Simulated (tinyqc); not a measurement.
Resonant-tunnelling diode, transfer matrices and Tsu-Esaki current: one step of the calculation.

Emitter (band edge 0), barrier d1, well Lw, barrier d2, spacer ds, collector (edge -V). The bias drops linearly over these layers and none in the contacts; each layer is cut into ns equal slices, flat at the value of their centres. E is the energy of motion across the layers, C = hbar^2/(2 m0), psi and psi'/m are continuous. Transport is coherent, T(E) is taken as independent of the transverse momentum, and charge in the well is ignored.

Problem. Running product of the slice matrices at the trial energy. For the pair (psi, psi'/m) a flat layer has M = [[cos kd, (m/k) sin kd], [-(k/m) sin kd, cos kd]] with k = sqrt(m (E - U)/C) above its edge U, and M = [[cosh Kd, (m/K) sinh Kd], [(K/m) sinh Kd, cosh Kd]] with K = sqrt(m (U - E)/C) below it. Later slices stand to the left. With M acting on (psi, psi'/m) and v = k/m in each lead, T(E) = 4 vL vR/[(vL vR M12 - M21)^2 + (vR M11 + vL M22)^2]. vL = sqrt(mw E/C)/mw, vR = sqrt(mw (E + V)/C)/mw.

Values chosen for this exercise; masses and offsets close to those of GaN wells and AlGaN barriers:
```
symbol   value  unit                                meaning
mw         0.2    m0  mass in the well, spacer and contacts
ns           3                         slices in each layer
V         0.34     V                  bias of the collector
E       0.0517    eV                           trial energy
```

Constants: q = 1.602176634e-19 C, hbar = 1.054571817e-34 J s, m0 = 9.1093837015e-31 kg, hbar^2/(2 m0) = 0.0380998212 eV nm^2. Results are converted to the units shown.

```
slice,U (eV),m (m0),width (nm)
0,0.60433333,0.27,0.3
1,0.59300000,0.27,0.3
2,0.58166667,0.27,0.3
3,-0.05037037,0.2,0.86666667
4,-0.08311111,0.2,0.86666667
5,-0.11585185,0.2,0.86666667
6,0.47211111,0.27,0.3
7,0.46077778,0.27,0.3
8,0.44944444,0.27,0.3
9,-0.19518519,0.2,1.5333333
10,-0.25311111,0.2,1.5333333
11,-0.31103704,0.2,1.5333333
```

Wanted: Product after each layer; T(E).

Solution.

Product after each layer:
```
,M11,M12 (nm),M21 (1/nm),M22
barrier d1,3.019,0.3899,20.52,2.981
well,2.691,0.4117,-25.96,-3.600
barrier d2,-2.516,-0.2549,-24.98,-2.928
spacer,-0.1205,0.01684,-32.75,-3.721
```

T(E) = 0.06201

tinyqc, about 0.09 s, one thread, Intel Xeon 2.30GHz (shared host): `OMP_NUM_THREADS=1 python tinyqc.py 2600054 2600055 out.jsonl`
